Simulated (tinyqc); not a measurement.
# Schottky diode by the thermionic emission-diffusion theory: what changes with what

Metal on an n-type semiconductor with one parabolic valley; V > 0 is forward bias (metal positive). The band bends as a parabola over the depletion layer, by Vd = Vbi - V; no image force. Carriers drift and diffuse up to the interface and leave it with the velocity vR.

Parameters, values chosen for the exercise; band and dielectric values close to those of gallium nitride: temperature T = 300 K; electron mass me = 0.2 m0; relative permittivity eps_r = 9.43; electron mobility mun = 1000 cm^2/(V s); barrier height seen from the metal phi = 1.36 eV; donor density Nd = 1.9e16 cm^-3; bias V = 0.33 V.

Constants: q = 1.602176634e-19 C, kB = 1.380649e-23 J/K, h = 6.62607015e-34 J s, m0 = 9.1093837015e-31 kg, Vt = kB T/q, eps0 = 8.8541878128e-14 F/cm where lengths are in cm. Results are converted to the units shown.

Each table varies one quantity; the others keep the values above.

## Effect of the doping

A* = 4 pi q me m0 kB^2/h^3 (times 1e-4 for A/(cm^2 K^2)); Nc = 2 (2 pi me m0 kB T/h^2)^1.5 (times 1e-6 for cm^-3); Vbi = phi - Vt ln(Nc/Nd); vR = A* T^2/(q Nc). LD = sqrt(eps0 eps_r Vt/(q Nd)), a = sqrt((Vbi - V)/Vt), D(a) = exp(-a^2) int_0^a exp(s^2) ds (Dawson), vD = mun Vt/(sqrt(2) LD D(a)). J = q Nc [vR vD/(vR + vD)] exp(-phi/Vt) [exp(V/Vt) - 1].

The same in every row: vR (cm/s) = 6.015e6.

Effect of the doping:
```
Nd (cm^-3)	vD (cm/s)	vD/(vR + vD)	J (A/cm^2)
1.1e14	5.615e6	0.4828	5.195e-12
2.9e14	9.269e6	0.6064	6.526e-12
8e14	1.565e7	0.7224	7.774e-12
2.2e15	2.638e7	0.8143	8.763e-12
6e15	4.425e7	0.8803	9.473e-12
1.6e16	7.333e7	0.9242	9.945e-12
4.5e16	1.248e8	0.9540	1.027e-11
1.2e17	2.067e8	0.9717	1.046e-11
3.4e17	3.530e8	0.9832	1.058e-11
```

What does the table show?

vD rises from 5.62e6 to 3.53e8 cm/s, as Nd^(0.52) at fixed mobility, and J rises from 5.20e-12 to 1.06e-11 A/cm^2, while the pure emission value 1.08e-11 A/cm^2 does not depend on Nd. In 5 of the 9 rows vD exceeds 3e7 cm/s, beyond usual saturation velocities, since the low-field mobility is used at the surface field.

## Effect of the mobility

Same model as above.

The same in every row: vR (cm/s) = 6.0152e6.

Effect of the mobility:
```
mun (cm^2/(V s))	vD (cm/s)	vD/(vR + vD)	J (A/cm^2)
1.2	96136	0.015731	1.6927e-13
4.4	3.5250e5	0.055357	5.9568e-13
16	1.2818e6	0.17566	1.8902e-12
57	4.5665e6	0.43154	4.6437e-12
210	1.6824e7	0.73662	7.9266e-12
750	6.0085e7	0.90900	9.7815e-12
2700	2.1631e8	0.97294	1.0470e-11
9800	7.8511e8	0.99240	1.0679e-11
```

J rises from 1.69e-13 to 1.07e-11 A/cm^2, as mun^(0.97) between the first two rows and mun^(0.02) between the last two. vD equals vR at mun = 75.1 cm^2/(V s): below that diffusion limits the current, above it emission. In 3 of the 8 rows vD exceeds 3e7 cm/s, beyond usual saturation velocities, since the low-field mobility is used at the surface field.

## Current against voltage

Same model as above.

Ideality n = (dV/d ln[J/(1 - exp(-V/Vt))])/Vt.

Results:
```
V (V)	vD (cm/s)	vD/(vR + vD)	J (A/cm^2)	n
0.05	9.198e7	0.9386	1.709e-16	1.001
0.208	8.549e7	0.9343	8.967e-14	1.001
0.367	7.841e7	0.9288	4.181e-11	1.001
0.525	7.067e7	0.9216	1.872e-8	1.001
0.842	5.175e7	0.8959	0.003849	1.004
1.001	3.880e7	0.8658	1.744	1.009
1.159	1.887e7	0.7583	689.0	1.053
```

Estimate the missing row, V = 0.684 V.

Computed row:
```
V (V)	vD (cm/s)	vD/(vR + vD)	J (A/cm^2)	n
0.684	6.192e7	0.9115	8.680e-6	1.002
```

With this row back in the table: vD falls from 9.20e7 to 1.89e7 cm/s and the share vD/(vR + vD) falls from 0.939 to 0.758; n goes from 1.001 to 1.053. It exceeds 1 only as far as vD, which falls with the surface field, limits the current. In 7 of the 8 rows vD exceeds 3e7 cm/s, beyond usual saturation velocities, since the low-field mobility is used at the surface field.

Program tinyqc, `OMP_NUM_THREADS=1 python tinyqc.py 2640106 2640107 out.jsonl`; Intel Xeon 2.30GHz, shared host, one thread, about 0.01 s.
